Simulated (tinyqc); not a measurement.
## Insulator thickness and V0 from two charges

Problem. In an undoped wire Vg - V0 = Q/Cox + Vt ln(Q/Q0) + Vt ln(1 + Q/Q0) at the source, with Q0 = 4 eps0 eps_r Vt/R and Cox = eps0 eox/(R ln(1 + tox/R)). Find Cox, tox and V0.

Inputs (values chosen for the exercise); material values close to those of silicon: temperature T = 350 K; relative permittivity of the semiconductor eps_r = 11.9; relative permittivity of the gate insulator eox = 9.21; wire radius R = 15 nm.

Constants: q = 1.602176634e-19 C, kB = 1.380649e-23 J/K, Vt = kB T/q, eps0 = 8.8541878128e-14 F/cm where lengths are in cm. Results are converted to the units shown.

Qs at Vg = 0.56 and 0.96 V (nC/cm^2): 384.59772  1044.9690

Solution. The two equations are linear in 1/Cox and V0; tox follows by inverting the logarithm.

Cox = 1.923 uF/cm^2
tox = 4.900 nm
V0 = 0.2628 V

Program tinyqc, `OMP_NUM_THREADS=1 python tinyqc.py 2460033 2460034 out.jsonl`; Intel Xeon 2.30GHz, shared host, one thread, about 0.04 s.
